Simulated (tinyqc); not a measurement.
# Gated two-dimensional channel with two bands, quantum capacitance: what changes with what

phi is the Fermi level above the lowest band edge, in volts; Vg is counted from the gate voltage at which an empty channel would have phi = 0. The channel has no thickness; trap charge is -q Dit phi.

Values chosen for this exercise; lowest band close to that of monolayer WS2: temperature T = 300 K; relative permittivity of the gate insulator (close to silicon dioxide) eox = 3.9; insulator thickness tox = 3.3 nm; in-plane mass md = 0.316 m0; valley degeneracy gv = 2; in-plane mass of a second band, chosen freely m2 = 0.62 m0; valley degeneracy of that band, chosen freely g2 = 6; second band edge above the first E2 = 0.2 eV; density of traps Dit = 0 cm^-2 eV^-1; gate voltage Vg = 0.83 V.

Constants: q = 1.602176634e-19 C, kB = 1.380649e-23 J/K, hbar = 1.054571817e-34 J s, m0 = 9.1093837015e-31 kg, Vt = kB T/q, eps0 = 8.8541878128e-14 F/cm where lengths are in cm. Results are converted to the units shown.

Each table varies one quantity; the others keep the values above.

## Effect of the gate voltage

D1 = gv md m0 q/(pi hbar^2), D2 = g2 m2 m0 q/(pi hbar^2) per eV; n1 = D1 Vt ln(1 + exp(phi/Vt)), n2 = D2 Vt ln(1 + exp((phi - E2)/Vt)), n = n1 + n2; Cq = q dn/dphi = q [D1/(1 + exp(-phi/Vt)) + D2/(1 + exp((E2 - phi)/Vt))]. Cox = eps0 eox/tox; Vg = phi + q (n + Dit phi)/Cox. 1/C_G = 1/Cox + 1/(Cq + q Dit); dphi/dVg = Cox/(Cox + Cq + q Dit).

The same in every row: Cox (uF/cm^2) = 1.046.

Effect of the gate voltage:
```
Vg (V)	phi (V)	n (cm^-2)	Cq (uF/cm^2)	C_G (uF/cm^2)	dphi/dVg	share of the second band (%)
-0.2	-0.2004	2.936e9	0.01819	0.01788	0.9829	0.2564
-0.04	-0.08239	2.769e11	1.682	0.6451	0.3836	0.2616
0.11	-0.04710	1.026e12	5.906	0.8889	0.1505	0.2765
0.27	-0.02868	1.951e12	10.52	0.9518	0.09044	0.2965
0.42	-0.01704	2.854e12	14.48	0.9759	0.06741	0.3178
0.58	-0.007403	3.836e12	18.22	0.9896	0.05430	0.3433
0.73	1.392e-4	4.767e12	21.32	0.9974	0.04679	0.3699
0.89	0.007170	5.766e12	24.21	1.003	0.04144	0.4014
1.04	0.01311	6.707e12	26.58	1.007	0.03788	0.4341
1.2	0.01893	7.714e12	28.79	1.010	0.03507	0.4728
```

Read the table: what changes, and by how much?

As Vg goes from -0.2 to 1.2, Cq rises from 0.0182 to 28.8 uF/cm^2, C_G/Cox rises from 0.0171 to 0.965 and n rises from 2.94e9 to 7.71e12 cm^-2. Cq is below Cox for Vg = -0.2; there the density of states limits the response dn/dVg more than the insulator does.

## Effect of the density of traps

Same model as above.

The same in every row: Cox (uF/cm^2) = 1.0464.

Effect of the density of traps:
```
Dit (cm^-2 eV^-1)	phi (V)	n (cm^-2)	Cq (uF/cm^2)	C_G (uF/cm^2)	dphi/dVg	share of the second band (%)
0	0.0046322	5.3906e12	23.169	1.0012	0.043212	0.38918
1e11	0.0046292	5.3901e12	23.168	1.0012	0.043186	0.38917
3e11	0.0046230	5.3893e12	23.165	1.0013	0.043134	0.38914
7e11	0.0046109	5.3875e12	23.160	1.0014	0.043029	0.38908
2e12	0.0045717	5.3818e12	23.144	1.0017	0.042691	0.38890
4e12	0.0045127	5.3733e12	23.120	1.0023	0.042182	0.38863
1e13	0.0043441	5.3490e12	23.051	1.0038	0.040718	0.38786
3e13	0.0038608	5.2798e12	22.852	1.0083	0.036454	0.38567
```

What does the comparison show?

As Dit goes from 0 to 3e13, Cq falls from 23.2 to 22.9 uF/cm^2, C_G/Cox rises from 0.957 to 0.964 and n falls from 5.39e12 to 5.28e12 cm^-2. Cq exceeds Cox in every row, so the insulator is the tighter limit, though Cq still cuts C_G by up to 4.3 %.

Program tinyqc, `OMP_NUM_THREADS=1 python tinyqc.py 2200101 2200102 out.jsonl`; Intel Xeon 2.30GHz, shared host, one thread, about 0.01 s.
